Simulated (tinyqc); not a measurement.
Virtual-crystal alloy in the empirical-pseudopotential method, step by step. Values are carried at full precision from step to step, so a last printed digit may differ when a step is redone from the rounded ones.

Virtual crystal A(1-x)B(x): a = (1 - x) a_A + x a_B. Rule linear: V = (1 - x) V_A + x V_B. Rule volume: V = [(1 - x) a_A^3 V_A + x a_B^3 V_B]/a^3, since a form factor is an atomic potential divided by the cell volume.

Constants: hbar^2/2m0 = 3.80998211 eV angstrom^2; Ry = 13.60569312 eV.

Inputs chosen for the exercise (classic local form factors of the size used for Si (A) and Ge (B), which place X and L only to a few tenths of an eV; not measured data): a = (5.438, 5.653) angstrom (lattice constants of A, B); VSA = (-0.214, 0.04, 0.08) Ry (symmetric form factors of A); VAA = (0, 0, 0) Ry (antisymmetric form factors of A); VSB = (-0.234, 0.009, 0.059) Ry (symmetric form factors of B); VAB = (0, 0, 0) Ry (antisymmetric form factors of B); rule = linear (mixing rule); x = 0.21 (fraction of B).

## The virtual crystal

Form a, the two weights and the form factors.

a = 5.4832 angstrom

weights of A and B: 0.79000  0.21000

VS at 3, 8, 11 (Ry): -0.21820  0.03349  0.07559

VA at 3, 4, 11 (Ry): 0.00000  0.00000  0.00000

## The six lowest plane waves at X

Empirical pseudopotential on the fcc lattice, atoms at +/- tau, tau = a (1,1,1)/8, no spin-orbit coupling. H(G,G') = c (2 pi/a)^2 |k + G|^2 delta + VS(q) cos(q.tau) + i VA(q) sin(q.tau), q = G - G', c = hbar^2/2m0; k and G in units of 2 pi/a; VS at |q|^2 = 3, 8, 11 and VA at 3, 4, 11, in rydberg, zero elsewhere. At each k the basis holds all G with |k + G|^2 up to 16; energies are counted from the fourth level at Gamma.

k = (1,0,0) with the small basis G = (0,0,0), (-2,0,0), (-1,1,1), (-1,-1,-1), (-1,1,-1), (-1,-1,1) in place of the full one.

H in this small basis (eV), lower triangle:
```
           000    -200  -1+1+1  -1-1-1  -1+1-1  -1-1+1
000      5.003
-200         0   5.003
-1+1+1  -2.099   2.099  10.006
-1-1-1   2.099  -2.099  -0.456  10.006
-1+1-1  -2.099  -2.099       0       0  10.006
-1-1+1  -2.099  -2.099       0       0   0.456  10.006
```

## Levels in the small basis

Diagonalise; the gap between the fourth and fifth level is a first estimate of the direct gap at X.

levels (absolute scale of H) (eV): 2.725  2.725  9.550  9.550  12.740  12.740

gap = 3.190 eV

The full basis gives 3.955 eV for this gap.

## The lowest conduction band along Gamma-X and at L

Full basis at each k.

Levels (eV):
```
k           band 3  band 4  band 5  band 6
L           -1.236  -1.236   1.687   4.052
(0.00,0,0)   0.000   0.000   3.351   3.434
(0.20,0,0)  -0.538  -0.538   2.878   4.277
(0.40,0,0)  -1.455  -1.455   1.950   4.320
(0.60,0,0)  -2.255  -2.255   1.247   2.796
(0.70,0,0)  -2.538  -2.538   1.034   2.166
(0.80,0,0)  -2.740  -2.740   0.931   1.668
(0.85,0,0)  -2.805  -2.805   0.918   1.473
(0.90,0,0)  -2.857  -2.857   0.935   1.303
(1.00,0,0)  -2.899  -2.899   1.057   1.057
```

On these points band 5 is lowest at (0.85,0,0), 0.918 eV above the valence top: in this model the gap is indirect, by a margin of 2433 meV.

## Checks

- Fifth band at (0.85,0,0) against the equivalent point (0,0,-0.85), on the absolute scale of H (eV): both 11.1626.

tinyqc: `OMP_NUM_THREADS=1 python tinyqc.py 1051484 1051485 out.jsonl`; about 0.2 s, one thread, shared Intel(R) Xeon(R) Processor @ 2.30GHz.
